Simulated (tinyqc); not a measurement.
From results back to parameters: linear model of a band gap against the share of exact exchange. Three cases, with inputs chosen for the exercise.

Problem. Gap and optical dielectric constant were computed at two shares alpha. They follow E = E0 + S alpha and eps = 1 + (e0 - 1)(EP/(EP + S alpha))^2.

Find: S; E0; EP; e0.

Method. The two gaps give S and E0. With q = sqrt((eps1 - 1)/(eps2 - 1)) = (EP + S alpha2)/(EP + S alpha1), EP = S (alpha2 - q alpha1)/(q - 1); e0 follows from either eps.

Case 1.

Values chosen (out of a larger set: of the order of those of Al2O3; not measured data): al12 = (0.1, 0.3) (two shares of exact exchange).

gaps (eV): 6.89100  8.83300

eps: 3.220429  2.945915

Solution.

S = 9.71 eV
E0 = 5.92 eV
EP = 27.5 eV
e0 = 3.38

Case 2.

Values chosen (out of a larger set: of the order of those of AlN; not measured data): al12 = (0.2, 0.35) (two shares of exact exchange).

gaps (eV): 5.58200  6.69350

eps: 4.432786  4.124613

Solution.

S = 7.41 eV
E0 = 4.10 eV
EP = 21.6 eV
e0 = 4.92

Case 3.

Values chosen (out of a larger set: of the order of those of AlN; not measured data): al12 = (0.1, 0.4) (two shares of exact exchange).

gaps (eV): 4.95700  7.37800

eps: 4.848530  4.117824

Solution.

S = 8.07 eV
E0 = 4.15 eV
EP = 21.0 eV
e0 = 5.15

Computed by tinyqc, one run a case: `OMP_NUM_THREADS=1 python tinyqc.py N N+1 out.jsonl` with N = 1881018, 1881033, 1881065; one thread of a shared Intel(R) Xeon(R) Processor @ 2.30GHz, about 0.01 s a run at most.
